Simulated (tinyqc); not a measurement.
Carrier statistics of a doped semiconductor with parabolic bands: one step. Effective densities of states. Five cases, with inputs chosen for the exercise.

Task: m_de = Mv^(2/3) (ml mt^2)^(1/3); m_dh = (mhh^(3/2) + mlh^(3/2))^(2/3); N = 2 (m kB T/(4 pi c))^(3/2) with c = hbar^2/2m0, in 1/angstrom^3; times 1e24 for 1/cm^3.

Constants: hbar^2/2m0 = 3.80998211 eV angstrom^2.

Case 1.

Values chosen (near those of Ge; not measured data):
- ml = 1.57 m0 (longitudinal electron mass)
- mt = 0.0802 m0 (transverse electron mass)
- Mv = 4 (equivalent valleys)
- mhh = 0.329 m0 (heavy-hole mass)
- mlh = 0.0439 m0 (light-hole mass)

kT = 0.01292600 eV

Case 2.

Values chosen (near those of SiC; not measured data):
- ml = 0.326 m0 (longitudinal electron mass)
- mt = 0.424 m0 (transverse electron mass)
- Mv = 3 (equivalent valleys)
- mhh = 1.01 m0 (heavy-hole mass)
- mlh = 0.46 m0 (light-hole mass)

kT = 0.02154333 eV

Case 3.

Values chosen (near those of GaSb; not measured data):
- ml = 0.0389 m0 (longitudinal electron mass)
- mt = 0.0389 m0 (transverse electron mass)
- Mv = 1 (equivalent valleys)
- mhh = 0.397 m0 (heavy-hole mass)
- mlh = 0.0504 m0 (light-hole mass)

kT = 0.01292600 eV

Case 4.

Values chosen (near those of GaAs; not measured data):
- ml = 0.0652 m0 (longitudinal electron mass)
- mt = 0.0652 m0 (transverse electron mass)
- Mv = 1 (equivalent valleys)
- mhh = 0.513 m0 (heavy-hole mass)
- mlh = 0.0854 m0 (light-hole mass)

kT = 0.01292600 eV

Case 5.

Values chosen (near those of GaN; not measured data):
- ml = 0.201 m0 (longitudinal electron mass)
- mt = 0.201 m0 (transverse electron mass)
- Mv = 1 (equivalent valleys)
- mhh = 1.41 m0 (heavy-hole mass)
- mlh = 0.298 m0 (light-hole mass)

kT = 0.01292600 eV

Give: m_de; m_dh; Nc; Nv.

Result:

Case 1.

m_de = 0.5447 m0
m_dh = 0.3396 m0
Nc = 3.5662e+18 1/cm^3
Nv = 1.7559e+18 1/cm^3

The light holes supply 4.6 % of Nv, and Nc/Nv = 2.03.

Case 2.

m_de = 0.8080 m0
m_dh = 1.2076 m0
Nc = 1.3864e+19 1/cm^3
Nv = 2.5333e+19 1/cm^3

The light holes supply 23.5 % of Nv, and Nc/Nv = 0.547.

Case 3.

m_de = 0.0389 m0
m_dh = 0.4089 m0
Nc = 6.8069e+16 1/cm^3
Nv = 2.3197e+18 1/cm^3

The light holes supply 4.3 % of Nv, and Nc/Nv = 0.0293.

Case 4.

m_de = 0.0652 m0
m_dh = 0.5360 m0
Nc = 1.4771e+17 1/cm^3
Nv = 3.4813e+18 1/cm^3

The light holes supply 6.4 % of Nv, and Nc/Nv = 0.0424.

Case 5.

m_de = 0.2010 m0
m_dh = 1.4999 m0
Nc = 7.9950e+17 1/cm^3
Nv = 1.6298e+19 1/cm^3

The light holes supply 8.9 % of Nv, and Nc/Nv = 0.0491.

Computed by tinyqc, one run a case: `OMP_NUM_THREADS=1 python tinyqc.py N N+1 out.jsonl` with N = 1682449, 1682579, 1682721, 1682739, 1682780; one thread of a shared Intel(R) Xeon(R) Processor @ 2.30GHz, about 0.01 s a run at most.
